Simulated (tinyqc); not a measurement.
# Gated two-dimensional channel with two bands, quantum capacitance: two studies

phi is the Fermi level above the lowest band edge, in volts; Vg is counted from the gate voltage at which an empty channel would have phi = 0. The channel has no thickness; trap charge is -q Dit phi.

Parameters, values chosen for the exercise; lowest band close to that of a thin germanium body:
```
symbol   value         unit                                                                 meaning
T          300            K                                                             temperature
eox        3.9               relative permittivity of the gate insulator (close to silicon dioxide)
tox       0.84           nm                                                     insulator thickness
md      0.0824           m0                                                           in-plane mass
gv           1                                                                    valley degeneracy
m2       0.084           m0                           in-plane mass of a second band, chosen freely
g2           6                                        valley degeneracy of that band, chosen freely
E2        0.31           eV                                        second band edge above the first
Dit          0  cm^-2 eV^-1                                                        density of traps
Vg         0.7            V                                                            gate voltage
```

Constants: q = 1.602176634e-19 C, kB = 1.380649e-23 J/K, hbar = 1.054571817e-34 J s, m0 = 9.1093837015e-31 kg, Vt = kB T/q, eps0 = 8.8541878128e-14 F/cm where lengths are in cm. Results are converted to the units shown.

Each table varies one quantity; the others keep the values above.

## Effect of the gate voltage

D1 = gv md m0 q/(pi hbar^2), D2 = g2 m2 m0 q/(pi hbar^2) per eV; n1 = D1 Vt ln(1 + exp(phi/Vt)), n2 = D2 Vt ln(1 + exp((phi - E2)/Vt)), n = n1 + n2; Cq = q dn/dphi = q [D1/(1 + exp(-phi/Vt)) + D2/(1 + exp((E2 - phi)/Vt))]. Cox = eps0 eox/tox; Vg = phi + q (n + Dit phi)/Cox. 1/C_G = 1/Cox + 1/(Cq + q Dit); dphi/dVg = Cox/(Cox + Cq + q Dit).

The same in every row: Cox (uF/cm^2) = 4.111.

Effect of the gate voltage:
```
Vg (V)   phi (V)  n (cm^-2)  Cq (uF/cm^2)  C_G (uF/cm^2)  dphi/dVg  share of the second band (%)
-0.2     -0.2000    3.883e8      0.002406       0.002404    0.9994                      0.003791
0       -0.01528   3.921e11         1.965          1.330    0.6765                      0.004763
0.2      0.08485   2.954e12         5.321          2.319    0.4359                       0.03041
0.4       0.1704   5.891e12         5.659          2.381    0.4208                        0.4164
0.6       0.2483   9.024e12         8.353          2.755    0.3298                         5.301
0.8       0.2978   1.289e13         18.47          3.362    0.1821                         20.46
1         0.3278   1.725e13         27.97          3.584    0.1281                         34.58
1.2       0.3512   2.178e13         33.56          3.662    0.1091                         44.48
1.4       0.3722   2.637e13         36.45          3.694    0.1013                         51.42
1.6       0.3921   3.099e13         37.89          3.709   0.09787                         56.46
```

What does the table show?

As Vg goes from -0.2 to 1.6, Cq rises from 0.00241 to 37.9 uF/cm^2, C_G/Cox rises from 5.85e-4 to 0.902 and n rises from 3.88e8 to 3.10e13 cm^-2. Cq is below Cox for Vg = -0.2, 0; there the density of states limits the response dn/dVg more than the insulator does. For Vg = 1, 1.2, 1.4, 1.6 phi exceeds 0.3 V, where non-parabolicity and further bands matter for so light a mass. For Vg = 1.2, 1.4, 1.6 the field in the insulator exceeds 10 MV/cm, beyond what real films hold.

## Effect of the density of traps

Same model as above.

The same in every row: Cox (uF/cm^2) = 4.111.

Effect of the density of traps:
```
Dit (cm^-2 eV^-1)  phi (V)  n (cm^-2)  Cq (uF/cm^2)  C_G (uF/cm^2)  dphi/dVg  share of the second band (%)
0                   0.2768   1.086e13         12.83          3.113    0.2427                         12.25
1e11                0.2765   1.084e13         12.77          3.111    0.2433                         12.17
3e11                0.2760   1.080e13         12.66          3.106    0.2445                         11.99
7e11                0.2750   1.071e13         12.43          3.096    0.2469                         11.66
2e12                0.2715   1.045e13         11.72          3.065    0.2545                         10.59
4e12                0.2660   1.007e13         10.72          3.019    0.2656                         9.065
1e13                0.2492   9.074e12         8.449          2.918    0.2903                         5.459
3e13                0.1986   6.908e12         5.959          2.975    0.2763                         1.051
```

What does the comparison show?

As Dit goes from 0 to 3e13, Cq falls from 12.8 to 5.96 uF/cm^2, C_G/Cox goes from 0.757 through a minimum of 0.710 (at Dit = 1e13 among the rows listed) to 0.724 and n falls from 1.09e13 to 6.91e12 cm^-2. Cq exceeds Cox in every row, so the insulator is the tighter limit, though Cq still cuts C_G by up to 29 %.

Program tinyqc, `OMP_NUM_THREADS=1 python tinyqc.py 2200104 2200105 out.jsonl`; Intel Xeon 2.30GHz, shared host, one thread, about 0.01 s.
